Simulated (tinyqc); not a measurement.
Bias-temperature instability, empirical power law with universal recovery: lifetime against voltage.

Threshold-voltage shift at the end of a stress: dV = A (V/V0)^g exp[-(Ea q/kB)(1/T - 1/T0)] (t/1 s)^n. After a delay tr the permanent share pp stays and the rest falls by r = 1/(1 + B (tr/t)^be). An empirical model: its parameters are fits, not properties.

The lifetime solves dV = dc; ten years are 3.15576e8 s.

Inputs (values chosen for the exercise): reference stress voltage V0 = 1.9 V; reference temperature T0 = 373 K; shift after 1 s at V0 and T0 A = 10 mV; time exponent n = 0.24; voltage exponent g = 5.9; apparent activation energy of the shift Ea = 0.07 eV; use temperature T = 328 K; failure criterion dc = 50 mV.

Constants: q = 1.602176634e-19 C, kB = 1.380649e-23 J/K. Results are converted to the units shown.

Lifetime against voltage:
```
V (V),shift after ten years (mV),lifetime (years)
0.6,0.9046,1.821e8
0.79,4.585,2.105e5
0.97,15.39,1355
1.16,44.23,16.67
1.34,103.6,0.4808
1.53,226.5,0.01846
1.71,436.6,0.001199
1.9,812.9,8.994e-5
```

The shift goes as V^5.9 and the lifetime as V^(-24.6): 5 % more voltage adds 33.4 % to the shift and divides the lifetime by 3.32. 4 of the 8 rows pass ten years. For V = 0.6, 0.79, 0.97 the lifetime is a formal extrapolation far beyond any test.

tinyqc, about 0.01 s, one thread, Intel Xeon 2.30GHz (shared host): `OMP_NUM_THREADS=1 python tinyqc.py 2070017 2070018 out.jsonl`
